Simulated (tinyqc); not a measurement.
Lifetime from the storage time.

Problem. In the charge-control model of a long diode dQ/dt = -Ir - Q/tau after the current is switched from If to -Ir, with Q(0) = If tau; the storage time ends at Q = 0. Find tau, the stored charge and the share of it that leaves through the terminals.

forward and reverse current (mA): 11  1.5
storage time = 2968.3690 ns

Solution. Integrating gives ts = tau ln(1 + If/Ir). The extracted charge is Ir ts; the rest recombines.

tau = 1400 ns
stored charge = 15.40 nC
share extracted = 28.91 %

Program tinyqc, `OMP_NUM_THREADS=1 python tinyqc.py 2230006 2230007 out.jsonl`; Intel Xeon 2.30GHz, shared host, one thread, about 0.01 s.
